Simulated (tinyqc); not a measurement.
## Trap density from the leakage

Problem. Trap-assisted leakage is J = q Nt times the integral over x of the rate through one trap. Find Nt, the areal density Nt t and the mean in-plane spacing (Nt t)^(-1/2).

Values chosen for this exercise:
```
symbol,value,unit,meaning
t,3.7,nm,thickness
```

Constants: q = 1.602176634e-19 C. Results are converted to the units shown.

J = 1.6908832e-4 A/cm^2
integral of the rate over x = 40591.012 nm/s

Answer. J is proportional to Nt.

Nt = 2.600e17 cm^-3
Nt t = 9.620e10 cm^-2
in-plane spacing = 32.24 nm

tinyqc, about 0.04 s, one thread, Intel Xeon 2.30GHz (shared host): `OMP_NUM_THREADS=1 python tinyqc.py 2370166 2370167 out.jsonl`
